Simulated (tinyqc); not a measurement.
One rectangular barrier with mass mismatch, transfer matrices: one step of the calculation.

One electron of energy E comes from the left lead (band edge 0); no transverse momentum. Parabolic bands, masses in units of m0, C = hbar^2/(2 m0); psi and psi'/m are continuous at every interface. The right lead equals the left one.

Problem. Transmission and reflection. The matrix M carries (psi, psi'/m) across the stack, and v = k/m in each lead. psi = 1 + r at the left edge (incident amplitude 1) and t at the right edge. With det M = 1, a = i vR M11 - M21 and b = -vL vR M12 - i vL M22: t = 2 i vL/(a - b), r = -(a + b)/(a - b), T(E) = (vR/vL) |t|^2, R(E) = |r|^2.

M of layer 1:

|  | 1 | 2 |
|---|---|---|
| 1 | 0.56770376 | 0.12513435 |
| 2 | -5.4158784 | 0.56770376 |

vL = 19.862282 1/nm
vR = 19.862282 1/nm

Find: t; r; T(E); R(E).

Solution.

t = 0.25525+0.62005i
r = 0.68602-0.28241i
T(E) = 0.44962
R(E) = 0.55038

T(E) + R(E) = 1: the current is conserved.

Range of the model: Masses are held fixed, although real bands cease to be parabolic a few tenths of an eV from their edges (inside a barrier too).

tinyqc, about 0.01 s, one thread, Intel Xeon 2.30GHz (shared host): `OMP_NUM_THREADS=1 python tinyqc.py 2560110 2560111 out.jsonl`
